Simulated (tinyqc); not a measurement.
Worked calculation: leakage currents through a thin dielectric. Computed by tinyqc, a small Python program that keeps every step. Command: `OMP_NUM_THREADS=1 python tinyqc.py 3029308 3029309 out.jsonl leak walk`. One thread of a shared host (Intel(R) Xeon(R) Processor @ 2.30GHz), about 0.03 s of CPU time with the checks. Intermediate numbers are printed to about 6 digits and carried at full precision; extremes and crossings named in words are read from the listed rows.

Electrons leave an electrode with Fermi energy E_F above its band bottom; barriers are counted from the Fermi level, and both electrodes are alike. They cross the interlayer first.

Inputs (values chosen for the exercise, modelled on SiO2):
```
quantity                           value  unit
barrier height phi_B                 3.1    eV
tunnelling mass m                   0.38   m_0
static permittivity k                  4     -
optical permittivity k_o            2.06     -
trap depth phi_t                     1.9    eV
Poole-Frenkel prefactor sigma_0  8.5e-07  S/cm
thickness t                          3.6    nm
electrode Fermi energy E_F         0.092    eV
electrode mass m_e                     1   m_0
voltage V                            1.1     V
temperature T                        398     K
interlayer thickness t_i             0.8    nm
interlayer barrier phi_i             3.1    eV
interlayer mass m_i                 0.39   m_0
interlayer permittivity k_i          3.6     -
```

Stack: dielectric on an interlayer.

Constants: m_0 = 9.1093837015e-31 kg; e = 1.602176634e-19 C; hbar = 1.054571817e-34 J s; k_B = 8.617333262e-05 eV/K; k_B = 1.380649e-23 J/K; eps_0 = 8.8541878128e-12 F/m; h = 6.62607015e-34 J s.

## Fields

Fields: F_i = V/(t_i + t k_i/k), F = F_i k_i/k; equivalent oxide thickness 3.9 (t/k + t_i/k_i).

field F = 2.45050 MV/cm

equivalent oxide thickness = 4.37667 nm

interlayer field F_i = 2.72277 MV/cm

## Transmission at the Fermi level

WKB: a layer of mass m, field F and barrier b(x) = b_0 - e F x gives the exponent (4 sqrt(2 m)/(3 hbar e F)) [b_0^(3/2) - max(b_0 - e F t, 0)^(3/2)] for b_0 > 0; b_0 = barrier - (E - E_F), less e F_i t_i for the second layer; the transmission is D(E) = exp(-sum of exponents), without image force.

exponent of the interlayer = 8.85282

exponent of the dielectric = 35.4781

transmission D(E_F) = 5.58919e-20

At E_F the barrier of the dielectric is trapezoidal (direct tunnelling).

## Tunnel current

Tsu-Esaki: J = (e m_e k_B T/(2 pi^2 hbar^3)) int D(E) ln[(1 + exp((E_F - E)/k_B T))/(1 + exp((E_F - eV - E)/k_B T))] dE over the normal energy E (its change with the mass at an interface is neglected) from max(0, E_F - 3 eV) to E_F + largest barrier, by 100 Gauss-Legendre points in each part, split at E_F - 0.3 eV (if inside the range) and E_F + 8 k_B T. The mean energy weights E - E_F by the integrand.

tunnel current density = 4.21779e-12 A/cm^2

mean energy of the current above E_F = -0.0179194 eV

The current flows close to or below E_F.

## Thermal currents

Schottky emission J = A T^2 exp(-(phi_B - sqrt(e^3 F/(4 pi k_o eps_0)))/k_B T), A = 4 pi e m k_B^2/h^3 with the tunnelling mass; Poole-Frenkel J = sigma_0 F exp(-(phi_t - sqrt(e^3 F/(pi k_o eps_0)))/k_B T); both use the field F of the dielectric and ignore the interlayer.

Schottky lowering = 0.413875 eV

Poole-Frenkel lowering = 0.827750 eV

Schottky current density = 7.00815e-28 A/cm^2

Poole-Frenkel current density = 5.50845e-14 A/cm^2

The Poole-Frenkel lowering is twice the Schottky one, because the charge of a trap is fixed while an image charge moves with the electron.

## Which mechanism rules?

The formulas are those given above.

Current densities (A/cm^2):
```
V (V)  F (MV/cm)   tunnelling     Schottky  Poole-Frenkel
0.22     0.49010  9.29607e-14  8.88302e-31    1.77000e-20
0.39     0.86881  1.88584e-13  5.31338e-30    1.12263e-18
0.55     1.22525  3.70497e-13  2.04460e-29    2.34428e-17
0.77     1.71535  9.59006e-13  9.76273e-29    7.48279e-16
0.94     2.09406  2.03902e-12  2.81504e-28    7.59497e-15
1.10     2.45050  4.21779e-12  7.00815e-28    5.50845e-14
1.30     2.89604  1.07307e-11  2.00518e-27    5.32943e-13
1.70     3.78713  7.65753e-11  1.31817e-26    3.01179e-11
```

The largest current is tunnelling from 0.220 to 1.70 V. Over the table tunnelling grows by 2.9 decades, Schottky by 4.2 and Poole-Frenkel by 9.2. A plot of ln(J/F) against sqrt(F) for the Poole-Frenkel column has the slope 15.42 per sqrt(MV/cm), from which k_o follows; reading it as Schottky emission would give about k_o/4.

Checks made by the program: energy integral against adaptive quadrature (relative difference below 1e-10).
